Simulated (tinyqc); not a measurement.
Metal-interlayer-semiconductor contact, depinning against tunnelling resistance: one step of the calculation.

Zero bias, n-type semiconductor. Gap states at the semiconductor surface thin out as exp(-be ti), which unpins the barrier; electrons must then cross the interlayer (a rectangular barrier, no voltage drop across it) and the parabolic depleted layer, both by WKB. Energies E are counted from the Fermi level; no image force, parabolic bands.

Question. Exponents and integrand on an energy grid. With U = phiB - xi: for xi < E < phiB, y = (E - xi)/U and G1 = (U/E00) [sqrt(1 - y) - y ln((1 + sqrt(1 - y))/sqrt(y))], G1 = 0 above phiB; G2 = 2 ti sqrt(mi max(phiB + dE - E, 0)/C), C = hbar^2/(2 m0); f = 1/(1 + exp(E/Vt)); integrand exp(-G1 - G2) f.

Parameters, values chosen for the exercise; semiconductor values close to those of In0.53Ga0.47As; interlayer mass of the order of that in strontium titanate, offset chosen freely: temperature T = 300 K; interlayer thickness ti = 1.2 nm; conduction-band offset of the interlayer above the semiconductor dE = 0.22 eV; tunnelling mass in the interlayer mi = 0.58 m0.

Constants: q = 1.602176634e-19 C, kB = 1.380649e-23 J/K, hbar = 1.054571817e-34 J s, m0 = 9.1093837015e-31 kg, Vt = kB T/q, hbar^2/(2 m0) = 0.0380998212 eV nm^2. Results are converted to the units shown.

E, point 0 to 12 (eV): -0.35  -0.30333  -0.25667  -0.21  -0.16333  -0.11667  -0.07  -0.02333  0.02333  0.07  0.11667  0.16333  0.21
phiB = 0.10745601 eV
xi = -0.35229427 eV
E00 = 0.069717682 eV

Find: G1; G2; f; integrand.

Answer.

```
point	G1	G2	f	integrand (1e-3)
0	6.468	7.707	1.000	0.001
1	4.980	7.437	1.000	0.004
2	3.919	7.157	1.000	0.015
3	3.048	6.865	0.9997	0.049
4	2.312	6.560	0.9982	0.140
5	1.685	6.240	0.9892	0.358
6	1.153	5.903	0.9375	0.808
7	0.711	5.546	0.7115	1.364
8	0.358	5.164	0.2885	1.154
9	0.104	4.751	0.06252	0.487
10	0.000	4.299	0.01085	0.147
11	0.000	3.794	0.001801	0.041
12	0.000	3.209	2.965e-4	0.012
```

Numbers from tinyqc (`OMP_NUM_THREADS=1 python tinyqc.py 2270124 2270125 out.jsonl`; about 0.03 s on one thread of a shared Intel Xeon 2.30GHz).
